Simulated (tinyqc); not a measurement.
Inside a calculation: conductance of a narrow metal strip with scatterers (square lattice, Green functions). Values are carried at full precision from step to step, so a last printed digit may differ when a step is redone from the rounded ones.

A strip of W sites across with hard walls, site energy 0 and hopping -t. Mode n = 1 to W has profile chi_n(j) = sqrt(2/(W + 1)) sin(n j pi/(W + 1)) and energy en = -2t cos(n pi/(W + 1)); E = en - 2t cos(kn a). With z_n = exp(i kn a) (Im k > 0 for closed modes, |z| < 1) each lead gives the self-energy -t z_n in mode n. One column carries the site energies v, here one foreign atom. In the mode basis V_nm = sum_j chi_n(j) v_j chi_m(j), G = (E - en + 2 t z_n - V)^-1, and t_nm = 2t sqrt(sin(kn a) sin(km a)) G_nm in size for open modes. T = sum |t_nm|^2, conductance (2e^2/h) T.

Constants: e^2/h = 3.874045865e-05 S.

Values chosen for the exercise (hopping and spacing of the size met in Cu or Al; the lattice is a model; the results hold for these values, not for the real material):
```
symbol  value            unit      meaning
t       1.82             eV        hopping
a       2.53             angstrom  spacing
W       4                          sites across
E       -2.91            eV        Fermi energy
v       (-4.8, 0, 0, 0)  eV        site energies in the scattering column
```

## Modes at the Fermi energy

For each n: en, cos(kn a) = (en - E)/(2t), z_n and the velocity 2 t a sin(kn a) (zero if closed).

Modes:
```
n,en (eV),cos(k a),z,dE/dk (eV angstrom)
1,-2.9448,-0.00957,-0.00957+0.99995i,9.2088
2,-1.1248,0.49043,0.49043+0.87148i,8.0256
3,1.1248,1.10847,0.63024,0.0000
4,2.9448,1.60847,0.34864,0.0000
```

2 of 4 modes are open, so the clean strip has a resistance of 6453 ohm, whatever its length.

## The scatterer in the mode basis

Form V_nm.

V (eV), lower triangle:
```
,n=1,n=2,n=3,n=4
n=1,-0.6633
n=2,-1.0733,-1.7367
n=3,-1.0733,-1.7367,-1.7367
n=4,-0.6633,-1.0733,-1.0733,-0.6633
```

A single site couples every mode that has amplitude on it.

## Green function and transmission

E - en + 2 t z_n = 2t (z_n - cos(kn a)). Invert, form |t_nm|^2 = (2t)^2 Im(z_n) Im(z_m) |G_nm|^2 and sum. The added resistance is 1/(2 (e^2/h) T) less the same for the clean strip.

G (1/eV):
```
,n=1,n=2,n=3,n=4
n=1,-0.0129-0.2086i,-0.0239+0.1227i,0.2236+0.0436i,0.0525+0.0102i
n=2,-0.0239+0.1227i,-0.0444-0.0874i,0.4152+0.0810i,0.0974+0.0190i
n=3,0.2236+0.0436i,0.4152+0.0810i,-0.4269-0.7566i,0.0346-0.1775i
n=4,0.0525+0.0102i,0.0974+0.0190i,0.0346-0.1775i,-0.2099-0.0416i
```

|t_nm|^2, lower triangle:
```
,n=1,n=2,n=3,n=4
n=1,0.5789
n=2,0.1805,0.0967
n=3,0,0,0
n=4,0,0,0,0
```

T = 1.0366
added resistance = 5997 ohm

Mode 2 passes least (0.277) and mode 1 most (0.759); 34.8 % of the transmitted flux changes mode.

## Checks

- Transmitted plus reflected flux against the number of open modes: both 2.00000.

tinyqc: `OMP_NUM_THREADS=1 python tinyqc.py 1481134 1481135 out.jsonl`; about 0.01 s, one thread, shared Intel(R) Xeon(R) Processor @ 2.30GHz.
